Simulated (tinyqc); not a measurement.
# Charge pumping in an n-channel transistor: effect of temperature

The gate is pulsed from accumulation to inversion and back. Energies E are counted from the intrinsic level; Dit(E) = D0 [1 + b (2 E/Eg)^2]. During each edge the traps near the bands emit their carriers, and those between Eh and Ee recombine once a cycle.

Nc and Nv are given at 200 K and scale as T^1.5, vth as T^0.5; Eg and the cross-sections are held. ni = sqrt(Nc Nv) exp(-Eg/(2 Vt)), Eg in volts; emission times te = (dV/Va) tf and th = (dV/Va) tr; Ee = -Vt ln(vth sn ni te), Eh = +Vt ln(vth sp ni th). Nit = integral of Dit from Eh to Ee = D0 [Ee - Eh + 4 b (Ee^3 - Eh^3)/(3 Eg^2)], Qcp = q A Nit, Icp = f Qcp.

Parameters, values chosen for the exercise; band and dielectric values close to those of silicon:
- Eg = 1.12 eV (band gap)
- Nc = 1.52e19 cm^-3 (conduction-band density of states at 200 K)
- Nv = 1.42e19 cm^-3 (valence-band density of states at 200 K)
- A = 0.1 um^2 (gate area)
- D0 = 2.8e10 cm^-2 eV^-1 (trap density at midgap)
- b = 8.2 (rise of the trap density towards the band edges)
- sn = 2.1e-15 cm^2 (cross-section for electrons)
- sp = 4.4e-16 cm^2 (cross-section for holes)
- vth = 1.1e7 cm/s (thermal velocity at 200 K, one nominal value for electrons and holes)
- dV = 0.65 V (Vth - Vfb)
- Va = 3.9 V (pulse height)
- f = 13000 Hz (frequency)
- tr = 12000 ns (rise time)
- tf = 770 ns (fall time)

Constants: q = 1.602176634e-19 C, kB = 1.380649e-23 J/K, Vt = kB T/q. Results are converted to the units shown.

Result of one run:

| T (K) | Ee (eV) | Eh (eV) | Nit (cm^-2) | Icp (pA) |
|---|---|---|---|---|
| 340 | 0.2159 | -0.1813 | 1.503e10 | 0.03131 |

What becomes of these results when the temperature T is changed from 340 to 180 K, all else the same?

Result of the changed run:

| T (K) | Ee (eV) | Eh (eV) | Nit (cm^-2) | Icp (pA) |
|---|---|---|---|---|
| 180 | 0.3976 | -0.3792 | 5.040e10 | 0.1050 |

The whole series:

| T (K) | Ee (eV) | Eh (eV) | Nit (cm^-2) | Icp (pA) |
|---|---|---|---|---|
| 180 | 0.3976 | -0.3792 | 5.040e10 | 0.1050 |
| 220 | 0.3539 | -0.3314 | 3.889e10 | 0.08100 |
| 260 | 0.3089 | -0.2824 | 2.925e10 | 0.06092 |
| 300 | 0.2629 | -0.2323 | 2.136e10 | 0.04449 |
| 340 | 0.2159 | -0.1813 | 1.503e10 | 0.03131 |
| 380 | 0.1682 | -0.1294 | 1.002e10 | 0.02088 |
| 420 | 0.1197 | -0.07686 | 6.033e9 | 0.01257 |

The window Ee - Eh shrinks from 0.777 to 0.197 eV, since emission is faster when hot, and Icp falls from 0.105 to 0.0126 pA.

Range of the model: The Fermi levels of inversion and accumulation are taken to lie beyond Ee and Eh, the flat tops to fill all traps, and no geometric current is added.

Program tinyqc, `OMP_NUM_THREADS=1 python tinyqc.py 2030162 2030163 out.jsonl`; Intel Xeon 2.30GHz, shared host, one thread, about 0.01 s.
